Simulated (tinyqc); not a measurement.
Sublattice potential against complex hopping: Haldane model. Computed by the program tinyqc. H_AA = delta - 2 t2 sum cos(k.b + phi), H_BB = -delta - 2 t2 sum cos(k.b - phi), H_AB = -t1 (1 + exp(-i k.a1) + exp(-i k.a2)), b = a1, a2 - a1, -a2, m = 3 sqrt3 t2 sin(phi); the sign of the Chern number follows the orientation k1 then k2.

Honeycomb lattice:

| parameter | value |
|---|---|
| t1 (eV) | 1.210000 |
| t2 (eV) | 0.210000 |
| phi (rad) | -0.930000 |

Gaps at the two valleys (eV) and Chern number of the lower band (12 x 12 mesh):

| delta | gap 2\|delta - m\| | gap 2\|delta + m\| | Chern number |
|---|---|---|---|
| -1.574 | 1.399 | 4.897 | 0 |
| -1.137 | 0.525 | 4.023 | 0 |
| -0.525 | 0.699 | 2.799 | 1 |
| 0.000 | 1.749 | 1.749 | 1 |
| 0.350 | 2.449 | 1.049 | 1 |
| 0.656 | 3.061 | 0.437 | 1 |
| 1.093 | 3.935 | 0.437 | 0 |
| 1.749 | 5.247 | 1.749 | 0 |

What does the comparison show, and why?

Here |m| = 0.8747 eV. For |delta| < |m| the two valleys have masses of opposite sign and the Chern number is +/-1; one gap closes at |delta| = |m|, and beyond it the band is trivial.
